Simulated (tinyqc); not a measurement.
Changing the width of the test line: electron-beam lithography: double-Gaussian proximity function, edge placement and dose correction for parallel lines. Computed by tinyqc, a small Python program. Command: `OMP_NUM_THREADS=1 python tinyqc.py 3110898 3110899 out.jsonl proximity sweep`. One thread of a shared host (Intel(R) Xeon(R) Processor @ 2.30GHz), about 0.01 s of CPU time with the checks.

Lines are infinitely long. Absorbed energy is counted so that the middle of a very large area written at dose 1 receives 1; the resist develops where it exceeds 1/2.

Inputs (values chosen for the exercise, of the order of those for 10 keV electrons in resist on silicon):
```
quantity,value,unit
forward range alpha,0.013,micrometre
backscatter ratio eta,0.95,-
base dose D0,39,microcoulomb/cm^2
pattern density around the test line,0.12,-
```

Method. A test line of width w << beta in surroundings of density rho, all at dose d: near its edge E(x) = d [S + eta rho]/(1 + eta), S = [erf((b - x)/alpha) - erf((a - x)/alpha)]/2 for edges a and b, the second term being the background energy. Dose to size d_s = (1 + eta)/(erf(w/alpha) + 2 eta rho), dose = d_s D0; edge slope d [1 - exp(-w^2/alpha^2)]/(sqrt(pi) alpha (1 + eta)); width change per 1 % of dose = 2 x 0.01 x (1/2)/slope.

One run for each value:
```
width of the test line (micrometre),dose to size d_s,width change per 1 % of dose (nm),edge slope (1/nm)
0.0052,2.9708,1.0229,0.009776
0.0085,2.2340,0.5782,0.017296
0.0140,1.7723,0.3693,0.027077
0.0220,1.6098,0.2960,0.033785
0.0360,1.5881,0.2831,0.035327
0.0590,1.5879,0.2830,0.035341
0.0960,1.5879,0.2830,0.035341
0.1600,1.5879,0.2830,0.035341
```

Describe and explain the trends.

Over the rows, dose to size d_s falls from 2.97 to 1.59, flat over part of the range; width change per 1 % of dose (nm) falls from 1.02 to 0.283, flat over part of the range; edge slope (1/nm) rises from 0.00978 to 0.0353, flat over part of the range. Forward scattering raises the dose needed once w falls below about 1.5 alpha, where erf(w/alpha) drops visibly below 1.
